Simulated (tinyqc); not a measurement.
# Spin coating of a resist or spin-on film: centrifugal thinning, evaporation and the final thickness (Emslie and Meyerhofer models), step by step

A worked calculation. Computed by tinyqc, a small Python program that keeps every step. Command: `OMP_NUM_THREADS=1 python tinyqc.py 3113719 3113720 out.jsonl spincoat walk`. One thread of a shared host (Intel(R) Xeon(R) Processor @ 2.30GHz), about 0.07 s of CPU time with the checks. Intermediate numbers are printed to about 7 digits and carried at full precision; extremes and crossings named in words are read from the listed rows.

A Newtonian film stays uniform over the wafer; solvent and solids have the same density and the concentration is uniform through the thickness.

Inputs (values chosen for the exercise, of the order of those of a polymer resist in an ester solvent):
```
quantity                                 value          unit
solids volume fraction c0                 0.18             -
kinematic viscosity of the solvent nu_s    1.8        mm^2/s
viscosity constant k                      2500        mm^2/s
viscosity exponent gamma                   3.1             -
spin speed f                              4000           rpm
evaporation rate at 1000 rpm e0            0.6  micrometre/s
starting thickness h0                      200    micrometre
time t                                    0.34             s
wafer radius R                             150            mm
shrinkage in the bake                      1.1             %
```

## Rates

omega = 2 pi f/60; nu(c) = nu_s + k c^gamma; evaporation rate e = e0 sqrt(f/1000 rpm). Flow constant K = 2 omega^2/(3 nu(c0)); Reynolds number of the air omega R^2/nu_air with nu_air = 15 mm^2/s.

omega = 418.8790 1/s

nu(c0) = 14.08244 mm^2/s

evaporation rate e = 1.2 micrometre/s

flow constant K = 0.008306306 1/(micrometre^2 s)

Reynolds number of the air = 628318.5

Caution: above a Reynolds number of about 3e5 the air flow near the rim turns turbulent, and evaporation is no longer uniform.

## Thinning without evaporation

dh/dt = -K h^3 gives h = h0/sqrt(1 + 2 K h0^2 t); for long times h = 1/sqrt(2 K t).

h(t) without evaporation = 13.27647 micrometre

long-time form = 13.30582 micrometre

time 1/(2 K h0^2) = 0.001504881 s

The long-time form is within 0.22 %: the starting thickness is forgotten.

## The two-stage estimate

Meyerhofer estimate: flow rules until (1 - c0) K h^3 = e, then evaporation alone: h_w = (e/((1 - c0) K))^(1/3), dry film c0 h_w.

wet thickness h_w = 5.606001 micrometre

dry film, estimate = 1009.080 nm

drying time (1 - c0) h_w/e = 3.830767 s

## First explicit step of the full model

Solids s and liquid l per area start at s = c0 h0, l = (1 - c0) h0. With h = h0 and c = c0: Q = K h^3, K = 2 omega^2/(3 nu); one Euler step of length dt = 0.01 h0/Q for s and l, ds/dt = -c Q, dl/dt = -(1 - c) Q - e.

Q = 66450.45 micrometre/s

dt = 3.009761e-05 s

s = 35.64 micrometre

l = 162.3600 micrometre

Q/e at the start = 55375.38

## The full model

Full model for solids s and liquid l per area, h = s + l, c = s/h: ds/dt = -c Q, dl/dt = -(1 - c) Q - e, Q = 2 omega^2 h^3/(3 nu(c)); integrated adaptively (relative tolerance 1e-9) until l = 0. Dry film = s at l = 0, before the bake; film after the bake = s x (1 - shrinkage).

time to dry = 5.101257 s

dry film = 1178.721 nm

film after the bake = 1165.755 nm

## Course in time

Times are fractions of the time to dry.

History:
```
fraction     t (s)  h (micrometre)          c  nu (mm^2/s)           Q/e    s (nm)
0.003     0.015304        59.84193  0.1800394      14.0908  1.482472e+03  10773.90
0.010     0.051013        33.85272  0.1802224      14.1296  2.676435e+02   6101.02
0.030     0.153038        19.72807  0.1811303      14.3231  5.225421e+01   3573.35
0.100     0.510126        10.81560  0.1869304      15.6085  7.901215e+00   2021.76
0.200     1.020251         7.58750  0.2003304      18.9142  2.251202e+00   1520.01
0.350     1.785440         5.55573  0.2312406      28.5017  5.864849e-01   1284.71
0.500     2.550629         4.33361  0.2790292      49.6029  1.599359e-01   1209.20
0.700     3.570880         3.02346  0.3911035     137.9584  1.952859e-02   1182.49
0.900     4.591132         1.79107  0.6581923     685.4497  8.170813e-04   1178.87
```

Q/e drops below 1 between t = 1.0 and 1.8 s, when c has risen from 0.18 to about 0.231; after that row the solids fall by a further 8 %. The full model gives 1.17 times the two-stage estimate.

## Spin curve

The formulas are those given above.

Dry film against speed:
```
f (rpm)  full model (nm)  estimate (nm)  time to dry (s)
500             3333.084       2854.110         40.72190
1000            2357.250       2018.160         20.38634
1500            1924.768       1647.821         13.59646
2000            1666.928       1427.055         10.19942
3000            1361.062       1165.185          6.80099
4000            1178.721       1009.080          5.10126
6000             962.427        823.910          3.40118
```

The full thickness goes as f^-0.500; the estimate as (e/omega^2)^(1/3) = f^(-1/2). The time to dry goes as f^-1.00. A thickness window of 1 % allows a speed error of about 2 %.

Checks made by the program: constant-viscosity run against c0 h0 exp(-int K h^2 dt) (relative difference 9e-06).
